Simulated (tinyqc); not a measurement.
MOSFET with velocity saturation and source resistance: one step of the calculation.

Strong inversion, charge Q = Cox (Vg - m V) at channel potential V with Vg the gate overdrive, and drift velocity v = mu E/(1 + mu E/vsat). Integrating along the channel gives I = mu Cox (1/L)(Vg Vd - m Vd^2/2)/(1 + Vd/Vc) per width, Vc = vsat L/mu, which peaks at Vdsat. Units: I in uA/um, Rs in ohm um, so the drop over Rs is 1e-6 I Rs volts.

Task. Saturation without source resistance. Vg = Vgs - VT (0 if negative), mu = mu0/(1 + th Vg), Vc = vsat L/mu, x = sqrt(1 + 2 Vg/(m Vc)), Vdsat = 2 Vg/(m (1 + x)), Isat = Cox vsat Vg (x - 1)/(x + 1) per width. Long-channel limit: mu Cox Vg^2/(2 m L); short-channel limit: Cox vsat Vg.

Parameters, values chosen for the exercise:
```
symbol,value,unit,meaning
Cox,2.27,uF/cm^2,gate capacitance
mu0,100,cm^2/(V s),mobility at low gate voltage
th,0.4,1/V,mobility degradation
vsat,1.1e7,cm/s,saturation velocity
m,1.42,,body factor
VT,0.28,V,threshold
L,0.07,um,channel length
Vgs,1.5,V,gate voltage
```

Wanted: Vg; mu; Vc; Vdsat; Isat; long-channel limit; short-channel limit.

Result.

Vg = 1.220 V
mu = 67.20 cm^2/(V s)
Vc = 1.146 V
Vdsat = 0.6657 V
Isat = 685.8 uA/um
long-channel limit = 1142 uA/um
short-channel limit = 3046 uA/um

Range of the model: At this length velocity overshoot and near-ballistic transport, left out here, matter.

Numbers from tinyqc (`OMP_NUM_THREADS=1 python tinyqc.py 2500065 2500066 out.jsonl`; about 0.01 s on one thread of a shared Intel Xeon 2.30GHz).
